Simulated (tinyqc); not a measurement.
Gap voltage and exponent from three temperatures.

Inverse problem. At constant current VBE(T) = Vg0 - a T - eta (kB T/q) ln T, where a is a constant. Find Vg0, eta and dVBE/dT at the middle temperature.

Constants: q = 1.602176634e-19 C, kB = 1.380649e-23 J/K. Results are converted to the units shown.

T (K): 233  273  300
VBE at a constant current (V): 0.7869345006  0.7048064542  0.6482937421

Answer. The relation is linear in Vg0, a and eta, so three points give a linear system; the slope is (VBE - Vg0 - eta kB T/q)/T. eta rests on the curvature of VBE(T) alone, so real fits need accuracy of some tens of microvolts or better.

Vg0 = 1.19 V
eta = 3.70
dVBE/dT = -2.08 mV/K

Numbers from tinyqc (`OMP_NUM_THREADS=1 python tinyqc.py 2062172 2062173 out.jsonl`; about 0.02 s on one thread of a shared Intel Xeon 2.30GHz).
